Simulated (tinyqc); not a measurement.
Electromigration in a confined line: Blech product, Korhonen stress evolution and Black's law: one step, computed by the program tinyqc. Command: `OMP_NUM_THREADS=1 python tinyqc.py 3029211 3029212 out.jsonl emigr walk`. One thread of a shared host (Intel(R) Xeon(R) Processor @ 2.30GHz), about 0.01 s of CPU time with the checks.

The electron wind pushes atoms from the cathode (x = 0) to the anode (x = L); blocking ends build a back stress (tension positive). The input rho is taken not to change with temperature. d sigma/dt = d/dx [kappa (d sigma/dx + G)], with zero flux at both ends and sigma = 0 at t = 0.

Task: Driving force and diffusivities. G = Z* e rho j/Omega; D = D0 exp(-E/(k_B T)); kappa = D B Omega/(k_B T); drift velocity of an unconfined line v = D Z* e rho j/(k_B T). SI: 1 micro-ohm cm = 1e-8 ohm m, 1 MA/cm^2 = 1e10 A/m^2. Temperatures in kelvin are T(C) + 273.15.

Inputs (values chosen for the exercise, close to those used for copper lines):

| quantity | value | unit |
|---|---|---|
| resistivity rho | 3.48 | micro-ohm cm |
| atomic volume Omega | 11.8 | angstrom^3 |
| effective charge number Z* | 1.2 | - |
| prefactor D0 | 1.3e-08 | m^2/s |
| activation energy E | 0.841 | eV |
| effective modulus B | 19 | GPa |
| current density j | 1.1 | MA/cm^2 |
| test temperature T | 350 | C |

Start: stress-free.

Constants: e = 1.602176634e-19 C; k_B = 8.617333262e-05 eV/K; k_B = 1.380649e-23 J/K.

Give: stress gradient G; diffusivity D; kappa; drift velocity.

Result:

stress gradient G = 6.237 MPa/um

diffusivity D = 2.053e-15 m^2/s

kappa = 5.349e-14 m^2/s

drift velocity = 63.21 nm/h
